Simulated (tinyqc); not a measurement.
# Changing the length scale l

Model: sheet resistance and Hall data of a diffused or implanted layer. Computed by tinyqc, a small Python program. Command: `OMP_NUM_THREADS=1 python tinyqc.py 3005978 3005979 out.jsonl layer sweep`. One thread of a shared host (Intel(R) Xeon(R) Processor @ 2.30GHz), about 0.01 s of CPU time with the checks.

Carriers are taken equal to the net active doping down to the junction (full ionisation, which deep dopants in wide-gap hosts do not reach; no spill-over, no depletion), and the Hall factor is 1.

Inputs (values chosen for the exercise, modelled on phosphorus in silicon): mu_min = 68.1 cm^2/(V s); mu_max = 1420 cm^2/(V s); N_ref = 8.9e+16 1/cm^3; exponent alpha = 0.71; peak concentration N_0 = 6.3e+18 1/cm^3; background doping N_B (opposite type) = 8.1e+14 1/cm^3.

Profile: complementary error function. Activation: complete.

Constants: e = 1.602176634e-19 C.

Method:
- N(x) = N_0 erfc(x/l), dose N_0 l/sqrt(pi), junction x_j = l erfc^-1(N_B/N_0).
- Mobility mu = mu_min + (mu_max - mu_min)/(1 + (N_t/N_ref)^alpha), N_t = active doping + N_B; carriers n = active doping - N_B, all dopants active.
- Integrals from x_0 (0 unless stated) to x_j by the midpoint rule on 400 even intervals: 1/R_s = e int n mu dx; sheet density n_s = int n dx; Hall sheet density (int n mu dx)^2/int n mu^2 dx; Hall mobility int n mu^2 dx/int n mu dx.
- Mean conductivity 1/(R_s x_j); mean mobility 1/(e n_s R_s).

One run for each value:
```
length scale l (nm)  sheet resistance R_s (ohm)  junction depth x_j (nm)  mean conductivity 1/(R_s x_j) (S/cm)
10                                         9474                       27                                 38.98
18                                         5263                       49                                 38.98
33                                         2871                       89                                 38.98
59                                         1606                      160                                 38.98
110                                         861                      298                                 38.98
200                                         474                      542                                 38.98
350                                         271                      948                                 38.98
640                                         148                     1733                                 38.98
```

Over the rows, sheet resistance R_s (ohm) falls from 9470 to 148 (exponent d ln y / d ln x about -1.00 throughout); junction depth x_j (nm) rises from 27.1 to 1730 (exponent d ln y / d ln x about 1.0 throughout); mean conductivity 1/(R_s x_j) (S/cm) does not change. The exponent of sheet resistance R_s stays at -1: the profile only stretches. The exponent of junction depth x_j stays at 1: the profile only stretches. The exponent of mean conductivity 1/(R_s x_j) stays at 0: Irvin's observation: 1/(R_s x_j) depends on the concentrations and the shape alone.

Caution (rows 10.0, 18.0): the layer is not thick against surface and junction depletion widths, which remove carriers that this model counts.
